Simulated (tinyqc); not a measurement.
Which roughness does what: X-ray reflectivity of a thin film on silicon: critical angles, Parratt recursion, fringes and roughness. Computed by tinyqc, a small Python program. Command: `OMP_NUM_THREADS=1 python tinyqc.py 3121593 3121594 out.jsonl xrr walk`. One thread of a shared host (Intel(R) Xeon(R) Processor @ 2.30GHz), about 0.01 s of CPU time with the checks.

n = 1 - delta + i beta; the classical electron radius is r_e = 2.8179403e-6 nm. Layer 0 is vacuum, 1 the film, 2 the substrate.

Inputs (values chosen for the exercise, modelled on copper on silicon, copper K-alpha radiation):

| quantity | value | unit |
|---|---|---|
| wavelength lambda | 0.15406 | nm |
| film density rho | 9.28 | g/cm^3 |
| effective electrons per unit mass, film | 0.459 | mol/g |
| beta/delta, film | 0.024 | - |
| film thickness d | 3.22 | nm |
| roughness of the surface sigma_1 | 0.71 | nm |
| roughness of the interface sigma_2 | 0.71 | nm |
| substrate density | 2.33 | g/cm^3 |
| effective electrons per unit mass, substrate | 0.507 | mol/g |
| beta/delta, substrate | 0.023 | - |
| grazing angle theta | 2.31 | degrees |

Constants: N_A = 6.02214076e+23 1/mol.

Method:
- delta = r_e lambda^2 rho_e/(2 pi), rho_e = density x electrons per mass x N_A; critical angle sqrt(2 delta), q_c = 4 sqrt(pi r_e rho_e).
- k_j = (2 pi/lambda) sqrt(sin^2 theta - 2 delta_j + 2 i beta_j); r_ij = (k_i - k_j)/(k_i + k_j) x exp(-2 k_i k_j sigma^2) (Nevot-Croce); r = (r_01 + r_12 p)/(1 + r_01 r_12 p), p = exp(2 i k_1 d); R = |r|^2.
- Far above the critical angle the period is d theta = lambda/(2 d), or 2 pi/d in q; the envelope runs between (|r_01| - |r_12 p|)^2 and (|r_01| + |r_12 p|)^2; contrast = 2 a b/(a^2 + b^2) with a = |r_01|, b = |r_12 p|; roughness factors on the amplitudes are about exp(-q^2 sigma^2/2).
- R is averaged over one period above each angle (64 points); contrast = (max - min)/(max + min) of R theta^4 over that period. Cases: smooth; only sigma_1; only sigma_2; both.

period in theta = 1.37065 degrees

Constants:

| layer | rho_e (1/nm^3) | delta | beta | critical angle (degrees) | q_c (1/nm) |
|---|---|---|---|---|---|
| film | 2565.14 | 2.73051e-05 | 6.55322e-07 | 0.423408 | 0.602777 |
| substrate | 711.40 | 7.57263e-06 | 1.74170e-07 | 0.222977 | 0.317437 |

Mean R and contrast:

| theta (degrees) | R smooth | contrast | R, sigma_1 | contrast, sigma_1 | R, sigma_2 | contrast, sigma_2 | R, both | contrast, both |
|---|---|---|---|---|---|---|---|---|
| 0.8 | 0.0024784 | 0.96057 | 1.6221e-03 | 0.91448 | 0.0019619 | 0.70760 | 1.1188e-03 | 0.99156 |
| 1.2 | 0.0002495 | 0.94844 | 1.0120e-04 | 0.69205 | 0.0002182 | 0.36859 | 1.9720e-05 | 0.99109 |
| 1.8 | 0.0001454 | 0.94925 | 4.4995e-05 | 0.20049 | 0.0000793 | 0.11321 | 2.4407e-06 | 0.99920 |
| 2.5 | 0.0000268 | 0.94884 | 1.2037e-05 | 0.03380 | 0.0000234 | 0.01615 | 6.9791e-09 | 0.99966 |
| 3.5 | 0.0000114 | 0.94885 | 3.8370e-06 | 0.00530 | 0.0000074 | 0.00383 | 1.3425e-11 | 0.99998 |

At 2.5 degrees sigma_1 alone multiplies the mean R by 0.45 and sigma_2 alone by 0.87; the contrast goes from 0.95 (smooth) to 0.03 and 0.02.
